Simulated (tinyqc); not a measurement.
Gated graphene: carriers, quantum capacitance and optical conductivity: one step. Optical conductivity at one energy.

Conductivity over sigma0 = e^2/(4 hbar): interband Re = sinh(E/2kT)/(cosh(mu/kT) + cosh(E/2kT)); intraband Re = (8 kT/pi) ln(2 cosh(mu/2kT)) Gm/(E^2 + Gm^2). A free sheet absorbs about pi alpha_f Re(sigma/sigma0), alpha_f the fine-structure constant (alpha among the constants).

Constants: kB = 8.617333262e-05 eV/K; fine-structure constant alpha = 0.007297352564.

Inputs chosen for the exercise (out of a larger set: Fermi velocity near that of graphene, gate dielectric near HfO2; not measured data):
```
symbol  value  unit  meaning
T       77     K
E       0.579  eV    photon energy
Gm      20     meV   intraband damping
```

mu = 0.247408 eV

Question. Evaluate both parts and the absorption.

Give: interband; intraband; absorption.

Answer.

interband = 0.9982
intraband = 0.0188
absorption = 2.332 %

E is above 2|mu| = 0.4948 eV; at this temperature interband transitions are mostly open; the universal value is pi alpha_f = 2.293 %.

Run: tinyqc, `OMP_NUM_THREADS=1 python tinyqc.py 1682726 1682727 out.jsonl`; Intel(R) Xeon(R) Processor @ 2.30GHz, one thread, shared host; about 0.01 s of CPU time with all checks.
